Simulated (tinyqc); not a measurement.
Pariser-Parr-Pople SCF with singles CI, for the molecule C=CC1=CC(=O)C=CC1=O (SMILES; centres numbered as the heavy atoms are written), step by step. One step of it, computed by the program tinyqc.

Question. Singles CI, triplets. Over the 6 single excitations with the smallest orbital gaps: A = (e_a - e_i) delta - (ij|ab), with (pq|rs) = sum c_mp c_mq gamma_mn c_nr c_ns.

orbital energies (eV): -15.311084  -14.019519  -12.924083  -11.799394  -10.310476  -3.899966  -1.296763  0.249662  0.916214  2.656337

coefficients:
```
          MO1        MO2        MO3        MO4        MO5        MO6        MO7        MO8
1C   0.076967  -0.022819   0.326486   0.077571  -0.532195  -0.252418   0.487299   0.308816
2C   0.174599  -0.039434   0.506439   0.088444  -0.496760  -0.037900  -0.256337  -0.307245
3C   0.378254  -0.051337   0.502938   0.012049   0.266987   0.321212  -0.375630   0.048747
4C   0.304655   0.158536   0.325433  -0.045290   0.536516  -0.298436   0.417623  -0.269765
5C   0.311236   0.424372  -0.072969  -0.062418   0.068153  -0.370432   0.002163   0.354109
6O   0.283378   0.614282  -0.195860  -0.440897  -0.290488   0.348983   0.006525  -0.169742
7C   0.280224   0.172531  -0.253678   0.529413  -0.051838  -0.342552  -0.453250   0.106871
8C   0.309769  -0.022998  -0.263500   0.566621  -0.070142   0.301280   0.384044  -0.406948
9C   0.420042  -0.300010  -0.084264   0.000344   0.029250   0.398241   0.149063   0.580024
10O  0.446780  -0.540757  -0.305782  -0.429350  -0.115655  -0.341893  -0.078308  -0.259658

           MO9       MO10
1C   -0.419205   0.159493
2C    0.471019  -0.271080
3C   -0.299549   0.439925
4C   -0.067418  -0.381383
5C    0.523560   0.415262
6O   -0.230224  -0.146876
7C   -0.347432  -0.299136
8C    0.125247   0.297574
9C    0.194390  -0.413003
10O  -0.082660   0.139538
```

repulsion gamma_rs (eV), lower triangle:
```
           1C        2C        3C        4C        5C         6O        7C        8C
1C   9.900000
2C   7.134001  9.900000
3C   5.092543  7.131948  9.900000
4C   3.618977  5.092695  7.132990  9.900000
5C   2.844125  3.618491  5.092695  7.131948  9.900000
6O   2.317387  2.885927  3.706298  5.344921  7.882756  14.630000
7C   2.741430  3.240011  4.564677  5.092546  7.133179   5.345739  9.900000
8C   3.239610  3.618359  5.092546  4.563025  5.091996   3.706128  7.132990  9.900000
9C   4.563929  5.092546  7.133179  5.091996  4.563338   3.302074  5.092695  7.131948
10O  5.344924  4.743351  5.345739  3.706128  3.302074   2.532872  3.706298  5.344921

           9C        10O
9C   9.900000
10O  7.882756  14.630000
```

Give: triplet CI matrix; triplet excitation energies.

Answer.

triplet CI matrix (eV), lower triangle:
```
        5>6     4>6     5>7     3>6     2>6    4>7
5>6   1.407
4>6  -0.110   2.142
5>7   0.754  -0.051   3.549
3>6  -0.592   0.093  -0.228   3.695
2>6   0.017  -0.054   0.101  -0.064   4.267
4>7  -0.051  -0.852   0.245   0.361  -0.135  5.361
```

triplet excitation energies (eV): 1.065  1.915  3.335  4.104  4.344  5.660
